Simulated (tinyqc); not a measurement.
Stoner model of a band magnet at zero temperature: one step, computed by the program tinyqc. Command: `OMP_NUM_THREADS=1 python tinyqc.py 3025383 3025384 out.jsonl stoner walk`. One thread of a shared host (Intel(R) Xeon(R) Processor @ 2.30GHz), about 0.01 s of CPU time with the checks.

Five orbitals per spin share one band; u = (E - E_bottom)/W runs from 0 to 1, and the states per spin, atom and energy are g = 5 d(u)/W with d = (8/pi) sqrt(u (1 - u)). N(u) is the integral of d from 0. The moment m = n_up - n_down (electrons per atom) moves the fillings to n +/- m/10; the energy is E(m) = E_band(m) - I m^2/4.

Task: The paramagnetic state. Solve N(u_F) = n; g_F = 5 d(u_F)/W; the Stoner product is I g_F.

Inputs (values chosen for the exercise, for a model d band): band width W = 4.6 eV; filling n per spin orbital = 0.64; Stoner parameter I = 0.566 eV.

Density of states: semi-elliptic.

Give: u_F; g_F; Stoner product I g_F.

Result:

u_F = 0.61087

g_F = 1.3495 1/eV

Stoner product I g_F = 0.76382

I g_F < 1: the paramagnet is locally stable.
